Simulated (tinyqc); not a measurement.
Conductivity against temperature: Debye-Callaway model of lattice thermal conductivity. Computed by tinyqc, a small Python program. Command: `OMP_NUM_THREADS=1 python tinyqc.py 3002214 3002215 out.jsonl callaway walk`. One thread of a shared host (Intel(R) Xeon(R) Processor @ 2.30GHz), about 0.01 s of CPU time with the checks.

Three acoustic branches with one velocity v, cut at omega_D = k_B Theta/hbar; x = hbar omega/(k_B T). v and Theta are separate inputs: Theta cuts off the heat-carrying modes, so C need not reach 3 k_B/V. gamma is an effective value that sets the umklapp rate.

Inputs (values chosen for the exercise, modelled on diamond):

| quantity | value | unit |
|---|---|---|
| sound velocity v | 13300 | m/s |
| Debye temperature Theta | 2180 | K |
| volume per atom V | 5.67 | angstrom^3 |
| mean atomic mass M | 12.01 | u |
| effective Grueneisen parameter gamma | 2.77 | - |
| umklapp exponent divisor b | 3 | - |
| mass variance Gamma | 5.3e-05 | - |
| Casimir length L | 780 | micrometre |
| normal-process factor f_N | 4 | - |

Sample: crystal. Point defects: isotopes. Normal processes: included.

Constants: k_B = 1.380649e-23 J/K; hbar = 1.054571817e-34 J s; u = 1.6605390666e-27 kg.

Method:
- Gamma is given directly by the isotope mixture. A = V Gamma/(4 pi v^3).
- Rates: point defects A omega^4; umklapp B omega^2 T exp(-Theta/(b T)) with B = hbar gamma^2/(M v^2 Theta); normal processes f_N B omega^2 T (T/Theta)^2. Boundaries: v/L.
- kappa_1 = c int tau_C g dx, g = x^4 e^x/(e^x - 1)^2, c = (k_B/(2 pi^2 v)) (k_B T/hbar)^3, over 0 < x < min(Theta/T, 40), by 96 Gauss-Legendre points in s with x = x_max s^2; 1/tau_C = 1/tau_R + 1/tau_N; kappa_2 = c [int (tau_C/tau_N) g dx]^2 / int (tau_C/(tau_N tau_R)) g dx; kappa = kappa_1 + kappa_2.
- The boundary limit is C v^2/(3 x boundary rate), with C = 3 c int g dx / v^2.

Rayleigh coefficient A = 1.01647e-47 s^3

Kappa (W/(m K)):

| T (K) | all processes | without point defects | boundary limit |
|---|---|---|---|
| 22 | 1820.8 | 1914.3 | 1914.3 |
| 44 | 10449 | 15314 | 15314 |
| 76 | 20318 | 72342 | 78918 |
| 130 | 11875 | 21388 | 3.9489e+05 |
| 220 | 3190.8 | 3570.4 | 1.8594e+06 |
| 370 | 1021.2 | 1059.1 | 6.5793e+06 |
| 650 | 371.01 | 376.23 | 1.4445e+07 |
| 1100 | 154.62 | 155.66 | 1.9794e+07 |
| 1700 | 78.492 | 78.806 | 2.2046e+07 |

kappa peaks among these rows at 76 K (T/Theta = 0.035) with 20300 W/(m K). The exponent d ln kappa/d ln T is 2.52 at the cold end and -1.56 at the hot end. The normal rate is taken to grow as T^3 at all T, which overstates it above Theta. Point defects cost most at 76 K, a factor 3.56.

Extremes, crossings and ranges named in words are read from the listed rows.
